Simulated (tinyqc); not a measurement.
Modulation-doped quantum well, Poisson-Schroedinger loop with local exchange and correlation: one step of the calculation.

A well of width L centred at z = 0 between barriers Vb; effective-mass electrons, parabolic bands. The electrons come from donor sheets outside the mesh, a share fL of Ns on the left and the rest on the right, so the structure is neutral. Energies are counted from the band edge of the well, with U = 0 on the first node in the Hartree part.

Problem. Levels and probability densities. Tridiagonal Hamiltonian with psi = 0 one step beyond both ends: H_ii = C (1/m_(i-1/2) + 1/m_(i+1/2))/hz^2 + V0_i + U_i, H_(i,i+1) = -C/(m_(i+1/2) hz^2), C = hbar^2/(2 m0). The lowest 3 level(s) are kept, normalised to hz sum |psi|^2 = 1.

Values chosen for this exercise:
- hz = 1.3 nm (mesh step)

Constants: q = 1.602176634e-19 C, hbar = 1.054571817e-34 J s, m0 = 9.1093837015e-31 kg, hbar^2/(2 m0) = 0.0380998212 eV nm^2. Results are converted to the units shown.

```
node  fixed potential V0 (eV)  self-consistent potential U at the start (eV)
1                  0.32232000                                              0
2                  0.31556000                                              0
3                  0.30880000                                              0
4                  0.30204000                                              0
5                  0.02028000                                              0
6                  0.01352000                                              0
7                  0.00676000                                              0
8                  0.00000000                                              0
9                 -0.00676000                                              0
10                -0.01352000                                              0
11                -0.02028000                                              0
12                 0.24796000                                              0
13                 0.24120000                                              0
14                 0.23444000                                              0
15                 0.22768000                                              0
```

mass on the intervals 1/2, 3/2, ... (mean of both at an interface) (m0): 0.0779  0.0779  0.0779  0.0779  0.0751  0.0723  0.0723  0.0723  0.0723  0.0723  0.0723  0.0751  0.0779  0.0779  0.0779  0.0779

Wanted: levels; |psi|^2 of E1; |psi|^2 of E2; |psi|^2 of E3.

Solution.

levels (eV): E1 0.0326, E2 0.1308, E3 0.2655

```
node  |psi|^2 of E1 (1/nm)  |psi|^2 of E2 (1/nm)  |psi|^2 of E3 (1/nm)
1                   0.0000                0.0002                0.0017
2                   0.0001                0.0012                0.0083
3                   0.0008                0.0060                0.0246
4                   0.0050                0.0284                0.0604
5                   0.0310                0.1241                0.1306
6                   0.0731                0.1636                0.0355
7                   0.1212                0.0927                0.0187
8                   0.1577                0.0070                0.1215
9                   0.1637                0.0298                0.0694
10                  0.1303                0.1242                0.0027
11                  0.0697                0.1364                0.1028
12                  0.0136                0.0404                0.0868
13                  0.0026                0.0116                0.0624
14                  0.0005                0.0031                0.0339
15                  0.0001                0.0006                0.0097
```

Program tinyqc, `OMP_NUM_THREADS=1 python tinyqc.py 2140043 2140044 out.jsonl`; Intel Xeon 2.30GHz, shared host, one thread, about 0.2 s.
